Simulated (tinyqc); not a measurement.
# IGBT as a p-i-n diode in series with a MOS channel, on-state and switching loss: effects of single changes

High injection (n = p) in a drift layer from x = -W/2 (anode) to +W/2 (cathode side), recombination only in the layer with lifetime tau, ideal emitters. The channel feeds the cathode side and carries the whole current. Auger recombination, carrier-carrier scattering, emitter losses and the carrier dip under the p body are left out.

Parameters, values chosen for the exercise; material values close to those of silicon: temperature T = 400 K; band gap Eg = 1.12 eV; conduction-band density of states at T Nc = 4.26e19 cm^-3; valence-band density of states at T Nv = 4.16e19 cm^-3; electron mobility mn = 743 cm^2/(V s); hole mobility mp = 255 cm^2/(V s); width of the drift layer W = 110 um; doping of the drift layer Nd = 7.2e13 cm^-3; high-injection lifetime tau = 1.5 us; current density J = 100 A/cm^2; channel and accumulation resistance Rch = 1.7 mohm cm^2; link voltage Vdc = 600 V; turn-off energy per stored charge and link voltage ks = 0.07; switching frequency f = 10 kHz.

Constants: q = 1.602176634e-19 C, kB = 1.380649e-23 J/K, Vt = kB T/q. Results are converted to the units shown.

Each table varies one quantity; the others keep the values above.

## Effect of the current density

b = mn/mp, B = (b - 1)/(b + 1), La = sqrt(2 Vt mn mp tau/(mn + mp)), y = W/(2 La). n(x) = (tau J/(2 q La))[cosh(x/La)/sinh y - B sinh(x/La)/cosh y]. Vm = Vt [(8 b/(b + 1)^2)(sinh y/s) arctan(s sinh y) + B ln((1 + B tanh^2 y)/(1 - B tanh^2 y))], s = sqrt(1 - B^2 tanh^2 y); Vj = Vt ln(n(-W/2) n(W/2)/ni^2), ni = sqrt(Nc Nv) exp(-Eg/(2 Vt)), Eg in volts; Vc = J Rch; Von = Vm + Vj + Vc. Stored charge tau J, turn-off energy Eoff = ks tau J Vdc, loss at half duty 0.5 J Von + f Eoff. A unipolar device on the same layer has Vu = J (W/(q mn Nd) + Rch).

The same in every row: y = 1.2413.

Results:
```
J (A/cm^2),Von (V),Vu (V),Eoff (mJ/cm^2),total loss (W/cm^2)
0.3,0.41477,0.38553,0.018900,0.25122
1.9,0.54474,2.4417,0.11970,1.7145
4.8,0.61356,6.1685,0.30240,4.4965
12,0.68897,15.421,0.75600,11.694
31,0.78669,39.838,1.9530,31.724
78,0.93020,100.24,4.9140,85.418
200,1.2025,257.02,12.600,246.25
500,1.7757,642.55,31.500,758.92
```

Estimate the missing row, J = 0.76 A/cm^2.

Computed row:
```
J (A/cm^2),Von (V),Vu (V),Eoff (mJ/cm^2),total loss (W/cm^2)
0.76,0.47963,0.97667,0.047880,0.66106
```

With this row back in the table: As J goes from 0.3 to 500 A/cm^2, Von rises from 0.415 to 1.78 V, Eoff rises from 0.0189 to 31.5 mJ/cm^2 and the total loss rises from 0.251 to 759 W/cm^2. Von is below Vu in 8 of the 9 rows. At low current the junction voltage makes the bipolar device the worse one. At J = 0.3 A/cm^2 the injected density falls below 5 Nd somewhere, so high injection is doubtful. For J = 200 to 500 A/cm^2 the density at the anode passes 2e17 cm^-3, where Auger recombination and emitter losses matter.

## Effect of the width of the drift layer

Same model as above.

The same in every row: Eoff (mJ/cm^2) = 6.300.

Effect of the width of the drift layer:
```
W (um),y,Von (V),Vu (V),total loss (W/cm^2)
44,0.4965,0.9470,51.51,110.3
58,0.6545,0.9428,67.84,110.1
75,0.8464,0.9476,87.67,110.4
98,1.106,0.9682,114.5,111.4
130,1.467,1.022,151.8,114.1
170,1.918,1.135,198.5,119.7
220,2.483,1.378,256.8,131.9
```

Read the table: what changes, and by how much?

As W goes from 44 to 220 um, Von goes from 0.947 through a minimum of 0.943 (at W = 58 um among the rows listed) to 1.38 V, Eoff stays at 6.30 mJ/cm^2 and the total loss goes from 110.3 through a minimum of 110.1 (at W = 58 um among the rows listed) to 131.9 W/cm^2. Von is below Vu in 7 of the 7 rows. For W = 44 to 58 um the density at the anode passes 2e17 cm^-3, where Auger recombination and emitter losses matter.

## Effect of the switching frequency

Same model as above.

The same in every row: y = 1.241; Von (V) = 0.9847; Vu (V) = 128.5; Eoff (mJ/cm^2) = 6.300.

Results:
```
f (kHz),total loss (W/cm^2)
0.3,51.13
0.64,53.27
1.4,58.06
2.9,67.51
6.2,88.30
28,225.6
60,427.2
```

Estimate the missing row, f = 13 kHz.

Computed row:
```
f (kHz),total loss (W/cm^2)
13,131.1
```

With this row back in the table: As f goes from 0.3 to 60 kHz, Von stays at 0.985 V, Eoff stays at 6.30 mJ/cm^2 and the total loss rises from 51.1 to 427 W/cm^2. Von is below Vu in 8 of the 8 rows.

Computed by the program tinyqc: `OMP_NUM_THREADS=1 python tinyqc.py 2590138 2590139 out.jsonl`, one thread of a shared Intel Xeon 2.30GHz, about 0.01 s for the whole run.
